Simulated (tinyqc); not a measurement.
Resistance of a tapered via with liner, size effect and interface: one step of the calculation.

A round via whose diameter grows from db at the bottom as D(z) = db + 2 z/tan(ang). The fill, of diameter D - 2 tl, starts above the bottom liner (thickness fb tl) and has rho = rho0 (1 + ks lam/(D - 2 tl)); the sidewall liner conducts in parallel with it. The bottom liner and the interface are crossed over the full area pi db^2/4. Spreading in the lines above and below is left out.

Question. Slices of the via. Slices between z0 = fb tl and hv, evaluated at their midpoints: conductance per length pi/4 [(D - 2 tl)^2/rho + (D^2 - (D - 2 tl)^2)/rl], slice resistance = slice height over that. 9 slices.

Inputs (values chosen for the exercise); fill metal close to tungsten:
- db = 23 nm (diameter at the bottom)
- hv = 39 nm (height)
- ang = 86 degrees (sidewall angle)
- rho0 = 5.41 uohm cm (bulk resistivity of the fill)
- lam = 15.5 nm (mean free path of the fill)
- ks = 1 (size-effect factor)
- tl = 3 nm (liner on the sidewall)
- fb = 1 (liner at the bottom over that on the sidewall)
- rl = 290 uohm cm (resistivity of the liner)

Give: z; D; rho; slice resistance.

Answer.

```
slice,z (nm),D (nm),rho (uohm cm),slice resistance (ohm)
0,5.000,23.70,10.15,1.605
1,9.000,24.26,10.00,1.489
2,13.00,24.82,9.866,1.384
3,17.00,25.38,9.737,1.290
4,21.00,25.94,9.616,1.204
5,25.00,26.50,9.501,1.127
6,29.00,27.06,9.393,1.057
7,33.00,27.62,9.289,0.9925
8,37.00,28.17,9.192,0.9338
```

Program tinyqc, `OMP_NUM_THREADS=1 python tinyqc.py 2750113 2750114 out.jsonl`; Intel Xeon 2.30GHz, shared host, one thread, about 0.01 s.
